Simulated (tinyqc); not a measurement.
Comparisons within one model: heterojunction of two tight-binding chains. A value that a table varies takes the place of the one given here.

Left chain: hopping -t1, sites at 2 t1 (band bottom 0). Right chain: hopping -t2, sites at dE + 2 t2 (bottom dE). t = c/(m a^2), c = hbar^2/2m0. The bond across the interface is -tc with tc = f sqrt(t1 t2), and the last left site has the extra energy U. In a chain E = bottom + 2t (1 - cos(ka)); the surface Green function of a half chain is g = -exp(ika)/t, with Im k > 0 where cos(ka) > 1.

Constants: hbar^2/2m0 = 3.80998211 eV angstrom^2.

Values chosen for the exercise (masses and offset of the size met at GaN / AlGaN; shifted at random, so the results belong to these values and not to a real crystal): a = 2.8 angstrom (site spacing); m1 = 0.217 m0 (mass on the left); m2 = 0.248 m0 (mass on the right); dE = 0.46 eV (band offset); f = 1 (factor on the interface hopping); U = 0.19 eV (extra energy on the last left site); E = 0.71 eV (electron energy).

## Transmission against energy, and which matching rule a chain obeys

Chain A is the junction as given; chain B has tc = sqrt(t1 t2) and U = 0; chain C has tc = t2 and U = t2 - t1, the finite-difference form of -d/dx (c/m) d/dx. Continuum formulas T = 4 x y/(x + y)^2 with parabolic k: x, y = k/m on each side (BenDaniel-Duke) or x, y = k (slope continuous).

T:
```
E - dE (eV)  E (eV)  chain A  chain B  chain C  k/m matched  k matched
0.002         0.462   0.2509   0.2400   0.2134       0.2185     0.2456
0.005         0.465   0.3665   0.3518   0.3155       0.3224     0.3593
0.010         0.470   0.4753   0.4579   0.4142       0.4226     0.4668
0.020         0.480   0.5975   0.5783   0.5289       0.5385     0.5882
0.050         0.510   0.7608   0.7418   0.6908       0.7009     0.7516
0.100         0.560   0.8653   0.8489   0.8029       0.8122     0.8574
0.200         0.660   0.9387   0.9266   0.8899       0.8975     0.9329
0.400         0.860   0.9790   0.9716   0.9456       0.9511     0.9755
```

What can be read from the table?

Chain C follows the k/m rule within 0.0101 and chain B the plain k rule within 0.0099, while the two rules differ by up to 0.0507: in B the self-energy of the right side is -t1 exp(i k2 a), so only k2 enters, and in C it is -t2 exp(i k2 a), which carries 1/m2. Chain A, with f = 1 and U = 0.19 eV, has an interface term of its own and lies up to 0.0192 from B and 0.0700 from C.

## When the interface binds a state

A state below both bands solves E - 2 t1 - U - S1(E) - S2(E) = 0 for E < 0, with S1 = -t1 z1, S2 = -(tc^2/t2) z2 and |z| < 1 the decaying root of z + 1/z = 2 - (E - bottom)/t. Decay lengths -a/ln|z|. The threshold is the U that solves the equation at E = 0. A dash: no bound state.

Interface state:
```
U (eV)   E (eV)  decay left (angstrom)  decay right (angstrom)
-0.26         -                      -                       -
-0.51         -                      -                       -
-0.77         -                      -                       -
-0.94   -0.0031                   75.8                     5.8
-1.11   -0.0233                   27.5                     5.7
-1.37   -0.0795                   14.9                     5.4
-1.71   -0.1847                    9.8                     4.9
-2.56   -0.5553                    5.7                     4.0
```

threshold U = -0.8536 eV

What does this show, and why?

The step pushes the state out, so an attraction must exceed 0.8536 eV to bind; 5 of the 8 rows are bound. At U = -2.56 eV the state decays over 5.7 angstrom to the left and 4.0 to the right, where the band lies higher.

## What each parameter does

T = 4 Im(S1) Im(S2) |G|^2 with G = 1/(E - 2 t1 - U - S1 - S2), S1 = -t1 exp(i k1 a), S2 = -(tc^2/t2) exp(i k2 a). Each row changes one parameter from the base and keeps the others.

Results:
```
case                    T    k1 a    k2 a
base               0.9550  0.5708  0.3591
m1 = 0.2604 m0     0.9365  0.6270  0.3591
m2 = 0.2976 m0     0.9713  0.5708  0.3938
dE = 0.41 eV       0.9713  0.5708  0.3938
f = 0.9            0.8680  0.5708  0.3591
U = 0.39 eV        0.9476  0.5708  0.3591
a = 2.24 angstrom  0.9532  0.4543  0.2867
```

How do the results move?

The largest shifts from the base row, up to three for each result and ties (the steps differ in size, so this ranks the rows, not the parameters). T: f -0.0870, m1 -0.0186, m2 +0.0162, dE +0.0162. k1 a: a -0.1164, m1 +0.0562; unchanged at the printed digits by m2, dE, f and U. k2 a: a -0.0724, m2 +0.0347, dE +0.0347; unchanged at the printed digits by m1, f and U.

Run: tinyqc, `OMP_NUM_THREADS=1 python tinyqc.py 1450545 1450546 out.jsonl`; Intel(R) Xeon(R) Processor @ 2.30GHz, one thread, shared host; about 0.01 s of CPU time with all checks.
